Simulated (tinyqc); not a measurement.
Worked calculation: model-solid line-up of a strained alloy layer on a substrate. Values are carried at full precision from step to step, so a last printed digit may differ when a step is redone from the rounded ones.

All values of the alloy are linear in x but the gap, Eg(x) = (1 - x) Eg_A + x Eg_B - C x (1 - x), and the valence edge, Ev(x) = (1 - x) Ev_A + x Ev_B + fv C x (1 - x); Ec = Ev + Eg. Ev is the top of the unstrained valence band on a scale common to all materials. In the layer only the Gamma valley of the conduction band is followed, also where an X or L valley would lie lower.

Parameters, chosen for this exercise (A near GaP, B near InP, substrate near Ge; the results hold for these values, not for the real material): a = (5.453, 5.877) angstrom (lattice constant of A, B); Eg = (2.851, 1.424) eV (gap at Gamma to the s-like level of A, B); Dso = (0.08, 0.108) eV (spin-orbit splitting of A, B); Ev = (-1.26, -0.93) eV (top of the unstrained valence band of A, B); ac = (-8.24, -5.93) eV (conduction deformation potential of A, B); av = (1.72, 0.6) eV (valence hydrostatic potential of A, B); b = (-1.59, -2.01) eV (tetragonal shear potential of A, B); d = (-4.61, -4.94) eV (trigonal shear potential of A, B); C11 = (141.3, 102.1) GPa (of A, B); C12 = (62.3, 55.4) GPa (of A, B); C44 = (71.1, 46.1) GPa (of A, B); C = 0.628 eV (bowing of the gap); fv = 0 (share of the bowing taken by the valence edge); x = 0.32 (fraction of B); a_s = 5.653 angstrom (substrate); face = 110 (growth face); Eg_s = 0.737 eV (lowest gap of the substrate); Ev_s = -0.35 eV (substrate valence edge); e14 = -0.081 C/m^2 (piezoelectric constant of the layer); eps = 13 (dielectric constant); Lw = 14 nm (thickness of the layer).

## Values of the alloy

Interpolate.

Alloy at x (a in angstrom, C11, C12, C44 in GPa, all else in eV):

| symbol | value |
|---|---|
| a | 5.5887 |
| Eg | 2.2577 |
| Dso | 0.0890 |
| Ev | -1.1544 |
| ac | -7.5008 |
| av | 1.3616 |
| b | -1.7244 |
| d | -4.7156 |
| C11 | 128.7560 |
| C12 | 60.0920 |
| C44 | 63.1000 |

## Strain on the (110) substrate

Coherent growth on a (110) face: e_par = (a_s - a)/a, e_perp = -(C11 + 3 C12 - 2 C44)/(C11 + C12 + 2 C44) e_par; exx = eyy = (e_par + e_perp)/2, ezz = e_par, exy = (e_perp - e_par)/2, eyz = ezx = 0.

Use the values of the alloy.

e_par = 0.011509
e_perp = -0.006679

strain tensor in the cubic axes:
```
           x          y         z
x   0.002415  -0.009094  0.000000
y  -0.009094   0.002415  0.000000
z   0.000000   0.000000  0.011509
```

The layer is under tension in the plane; its volume changes by +1.634 %.

## Strained band edges

Strained edges: Ec + ac tr(e); the valence edges are Ev plus the levels of the 6 x 6 matrix of X, Y, Z times spin with -Dso/3 + l exx + m (eyy + ezz) on the diagonal (cyclic), n exy off it, l = av + 2 b, m = av - b, n = sqrt(3) d. Spin-orbit term (Dso/3) L.sigma on X, Y, Z with (L_k)_ij = -i epsilon_kij: <X+|H|Y+> = -i Dso/3, <X+|H|Z-> = Dso/3, <Y+|H|Z-> = -i Dso/3, <Z+|H|X-> = -Dso/3, <Z+|H|Y-> = i Dso/3, <X-|H|Y-> = i Dso/3, and their conjugates; + and - are the spin along z.

Give the hydrostatic shifts, the strain block and the edges.

ac tr(e), av tr(e) (eV): -0.1226  0.0222

strain block (eV), lower triangle:
```
        X       Y        Z
X  0.0379
Y  0.0743  0.0379
Z       0       0  -0.0091
```

Ec and the three valence edges from the top (eV): 0.9808  -1.0617  -1.1748  -1.2490

strained gap = 2.0424 eV

Strain moves the gap by -215 meV: -145 meV from the volume and -70 meV from the splitting of the valence edge, which always raises the top.

## Offsets against the substrate material

dEc = Ec(substrate) - Ec(layer), dEv = Ev(layer) - Ev(substrate); positive values confine the carrier in the layer. Type I: both of one sign; type II: opposite signs; type III: the gaps do not overlap.

Give also the smallest gap across the interface, min Ec - max Ev.

dEc = -0.5938 eV
dEv = -0.7117 eV

type: I

smallest gap = 0.7370 eV

Both carriers collect in the substrate material; the conduction band takes 45 % of the gap difference. Where the alloy is indirect its X or L edge, left out, lies lower and changes dEc.

## Piezoelectric polarisation

P_x = 2 e14 eyz and cyclic. The field along the normal n of the (110) face is -P.n/(eps eps0) in a layer between thick unstrained barriers, eps0 = 8.8541878e-12 F/m; 1 kV/cm = 1e5 V/m.

P (C/m^2): 0.000000  0.000000  0.001473

P.n = 0.000000 C/m^2
field along n = 0.0 kV/cm
potential drop across the layer = 0.0 mV

P lies along [001], in the plane of the layer, so a wide layer carries no field along its normal.

tinyqc: `OMP_NUM_THREADS=1 python tinyqc.py 1080312 1080313 out.jsonl`; about 0.02 s, one thread, shared Intel(R) Xeon(R) Processor @ 2.30GHz.
